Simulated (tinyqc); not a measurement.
Trap density from the barrier height.

Inverse problem. In a partly depleted grain with all boundary traps filled, 2 N W = Qt and VB = q N W^2/(2 eps0 eps_r). Find Qt, W and the doping at which VB would equal Vt.

Values chosen for this exercise: temperature T = 250 K; relative permittivity eps_r = 11.7.

Constants: q = 1.602176634e-19 C, kB = 1.380649e-23 J/K, Vt = kB T/q, eps0 = 8.8541878128e-14 F/cm where lengths are in cm. Results are converted to the units shown.

doping = 5.2e18 cm^-3
barrier height = 0.085657412 V

Answer. Eliminating W gives VB = q Qt^2/(8 eps0 eps_r N), which falls as 1/N.

Qt = 4.800e12 cm^-2
W = 4.615 nm
doping for VB = Vt = 2.068e19 cm^-3

Numbers from tinyqc (`OMP_NUM_THREADS=1 python tinyqc.py 2830269 2830270 out.jsonl`; about 0.01 s on one thread of a shared Intel Xeon 2.30GHz).
